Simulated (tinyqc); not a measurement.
# Changing the impurity potential U

Model: Koster-Slater impurity in a tight-binding band, by Green functions and by supercells. Computed by tinyqc, a small Python program. Command: `OMP_NUM_THREADS=1 python tinyqc.py 3002046 3002047 out.jsonl kosterslater sweep`. One thread of a shared host (Intel(R) Xeon(R) Processor @ 2.30GHz), about 0.05 s of CPU time with the checks.

One orbital per site, e(k) = -2 t sum cos(k_i) over 2 direction(s), band from -4 t to 4 t, lattice constant 1. One site has the extra energy U. Spin is left out.

Inputs (values chosen for the exercise, for a model band):
```
quantity,value,unit
hopping t,0.32,eV
supercell edge N,3,sites
energy inside the band E,-1.06,eV
broadening eta,0.026,eV
impurity concentration c,0.0001,per site
```

Lattice: square.

Constants: hbar = 6.582119569e-16 eV s.

Method:
- Outside the band G0(E) = (2/(pi E)) K(m), m = 16 t^2/E^2, K the complete elliptic integral with parameter m.
- A bound state solves 1/U = G0(E).
- Bisection in ln(distance from the edge) between 1e-5 t and |U| + t. Weight on the impurity site: -1/(U^2 dG0/dE), by a central difference with step min(1e-4 t, distance/30). Decay length along an axis: 1/arccosh(1 + distance/(2 t)).
- Inside the band G0(z), z = E + i eta, comes from the chain form 1/(sqrt(y - 2t) sqrt(y + 2t)) (principal roots) at y = z + 2 t cos k, averaged over k in (0, pi) with 200 Gauss-Legendre points.
- T = U/(1 - U G0); phase shift delta = -arg(1 - U G0) in (-pi, pi]; host density of states -Im G0/pi; on the impurity -Im[G0/(1 - U G0)]/pi; lifetime of a band state hbar/(-2 c Im T).
- In a periodic cell of N sites along each direction with Bloch vector K, the level solves 1/U = N^-d sum_k 1/(E - e(k)), k_i = (2 pi m_i + K_i)/N, m_i = 0..N-1; the outermost root on the side of U is taken (bisection). d is the number of directions. Gamma means K_i = 0, the zone corner K_i = pi, the quarter point K_i = pi/2.
- The error is measured against the isolated level E_b.

One run for each value:
```
impurity potential U (eV),distance from the band edge (eV),weight on the impurity site,decay length (sites),scattering lifetime (fs),width between Gamma and the corner (eV)
0.576,9.3092e-03,0.11083,5.8701,32540,0.41019
0.800,6.1054e-02,0.35849,2.3073,22926,0.31758
1.110,2.1882e-01,0.63337,1.2422,17173,0.21153
1.540,5.3537e-01,0.81179,0.8217,13624,0.11975
2.150,1.0643e+00,0.90641,0.6115,11342,0.06103
2.980,1.8390e+00,0.95241,0.4926,9898,0.03096
4.140,2.9595e+00,0.97569,0.4146,8933,0.01572
5.760,4.5513e+00,0.98754,0.3594,8280,0.00802
8.000,6.7713e+00,0.99357,0.3184,7834,0.00413
```

What does the table show, and why?

Over the rows, distance from the band edge (eV) rises from 0.00931 to 6.77 (exponent d ln y / d ln x 5.7 between the first rows and 1.2 between the last); weight on the impurity site rises from 0.111 to 0.994 (exponent d ln y / d ln x 3.6 between the first rows and 0.019 between the last); decay length (sites) falls from 5.87 to 0.318 (exponent d ln y / d ln x -2.8 between the first rows and -0.37 between the last). In two dimensions weak binding is exponentially small in t/|U|. For large |U| the scattering lifetime tends to that of a site cut out of the lattice, T = -1/G0. The supercell width shrinks as the state tightens.
